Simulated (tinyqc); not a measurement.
# Floating body of a partially depleted SOI transistor: body voltage and kink: two studies

Source at 0 V. Channel current Ic = 2 nf K Vt^2 [F(0) - F(Vd)](1 + la Vd), F(V) = ln^2(1 + exp((Vg - VT - nf V)/(2 nf Vt))), VT = VT0 - gb Vb. Saturation voltage Vs = 2 Vt sqrt(F(0)) + 3 Vt, excess Ve = (Vd - Vs + sqrt((Vd - Vs)^2 + 0.0004 V^2))/2, multiplication M1 = Ai Ve exp(-Bl/Ve). Each junction passes D(v) = J1 (exp(v/Vt) - 1) + J2 (exp(v/(2 Vt)) - 1). Bipolar current Ib = bb J1 (exp(Vb/Vt) - 1). The body settles where M1 (Ic + Ib) = D(Vb) + D(Vb - Vd) + Vb/Rb; drain current Id = (1 + M1)(Ic + Ib) - D(Vb - Vd).

Inputs (values chosen for the exercise); values of the order met in partially depleted silicon-on-insulator transistors:
- T = 358 K (temperature)
- VT0 = 0.31 V (threshold at zero body voltage)
- gb = 0.32 (fall of the threshold per volt of body voltage)
- nf = 1.23 (slope factor)
- K = 210 uA/(V^2 um) (gain factor per width)
- la = 0.05 1/V (channel-length modulation factor)
- Ai = 3.66 1/V (impact-ionisation prefactor)
- Bl = 5.2 V (impact-ionisation voltage)
- J1 = 1.4e-10 uA/um (diffusion saturation current of each junction)
- J2 = 3.5e-8 uA/um (recombination saturation current of each junction)
- bb = 0.5 (gain of the lateral bipolar transistor on the diffusion current)
- Rb = 1e9 kohm um (resistance of a weak body tie to the source (1e9 stands for no tie, and the term is then dropped))
- Vg = 0.41 V (gate voltage)
- Vd = 2.4 V (drain voltage)

Constants: q = 1.602176634e-19 C, kB = 1.380649e-23 J/K, Vt = kB T/q. Results are converted to the units shown.

Each table varies one quantity; the others keep the values above.

## Output curve and kink

Rows with more than one solution for Vb (latch) are left out; dId/dVd by a forward difference over 1e-4 V, swing = 1e-4 V over the change of log10 Id; M1 under 1e-12 is printed as 0.

Result of one run:

| Vd (V) | Vb (V) | M1 | Id, floating (uA/um) | Id, grounded (uA/um) | ratio | dId/dVd, floating (uS/um) | dId/dVd, grounded (uS/um) |
|---|---|---|---|---|---|---|---|
| 1 | 0.5515 | 0.001207 | 6.962 | 1.254 | 5.550 | 6.510 | 0.1156 |

What becomes of these results when the drain voltage Vd is changed from 1 to 1.64 V, all else the same?

Result of the changed run:

| Vd (V) | Vb (V) | M1 | Id, floating (uA/um) | Id, grounded (uA/um) | ratio | dId/dVd, floating (uS/um) | dId/dVd, grounded (uS/um) |
|---|---|---|---|---|---|---|---|
| 1.64 | 0.6940 | 0.08215 | 10.88 | 1.476 | 7.372 | 8.204 | 0.6682 |

The whole series:

| Vd (V) | Vb (V) | M1 | Id, floating (uA/um) | Id, grounded (uA/um) | ratio | dId/dVd, floating (uS/um) | dId/dVd, grounded (uS/um) |
|---|---|---|---|---|---|---|---|
| 0.84 | 0.4750 | 1.314e-4 | 5.772 | 1.240 | 4.656 | 8.577 | 0.07343 |
| 1 | 0.5515 | 0.001207 | 6.962 | 1.254 | 5.550 | 6.510 | 0.1156 |
| 1.16 | 0.6036 | 0.005674 | 7.912 | 1.279 | 6.187 | 5.539 | 0.1990 |
| 1.32 | 0.6416 | 0.01759 | 8.785 | 1.320 | 6.654 | 5.519 | 0.3240 |
| 1.48 | 0.6707 | 0.04166 | 9.727 | 1.384 | 7.026 | 6.409 | 0.4836 |
| 1.64 | 0.6940 | 0.08215 | 10.88 | 1.476 | 7.372 | 8.204 | 0.6682 |
| 1.8 | 0.7133 | 0.1423 | 12.40 | 1.599 | 7.757 | 10.98 | 0.8689 |

Vb rises from 0.475 to 0.713 V and the ratio of the currents rises from 4.66 to 7.76. The output conductance with a floating body exceeds the grounded value by the largest factor among the rows, 117, at Vd = 0.84 V, where Vb = 0.475 V and M1 = 1.31e-4.

## Transfer curve and swing

Same model as above.

Transfer curve and swing:

| Vg (V) | Vb (V) | M1 | Id, floating (uA/um) | Id, grounded (uA/um) | ratio | swing, floating (mV/decade) | swing, grounded (mV/decade) |
|---|---|---|---|---|---|---|---|
| -0.14 | 0.4309 | 0.8858 | 4.274e-4 | 7.365e-6 | 58.02 | 57.97 | 87.91 |
| -0.04 | 0.5489 | 0.8796 | 0.01653 | 1.015e-4 | 162.8 | 67.89 | 87.85 |
| 0.06 | 0.6433 | 0.8531 | 0.3490 | 0.001377 | 253.5 | 87.97 | 89.04 |
| 0.16 | 0.7064 | 0.7884 | 2.806 | 0.01740 | 161.2 | 146.2 | 93.42 |
| 0.26 | 0.7416 | 0.7009 | 9.365 | 0.1777 | 52.71 | 253.3 | 107.8 |
| 0.36 | 0.7614 | 0.6118 | 19.34 | 1.151 | 16.80 | 397.4 | 145.9 |
| 0.46 | 0.7735 | 0.5281 | 31.43 | 4.230 | 7.428 | 564.2 | 218.9 |
| 0.56 | 0.7812 | 0.4513 | 44.80 | 10.07 | 4.450 | 744.6 | 323.5 |
| 0.66 | 0.7860 | 0.3813 | 59.04 | 18.42 | 3.206 | 932.1 | 448.7 |

Read the table: what changes, and by how much?

Vb rises from 0.431 to 0.786 V. The smallest swing among the rows is 58.0 mV a decade with a floating body (at Vg = -0.14 V) and 87.9 with a grounded one; Vt ln 10 = 71.0. The floating swing is smaller by more than 3 % for Vg = -0.14, -0.04 V, where the rising Vb lowers the threshold as Vg rises. In the first row the floating body raises the current by a factor of 58.0.

Range of the model: The multiplication law is an empirical form chosen for the exercise; self-heating and capacitive coupling to the body are left out, and the linear laws are rough once Vb passes about 0.7 V or M1 about 0.1.

tinyqc, about 0.2 s, one thread, Intel Xeon 2.30GHz (shared host): `OMP_NUM_THREADS=1 python tinyqc.py 2182023 2182024 out.jsonl`
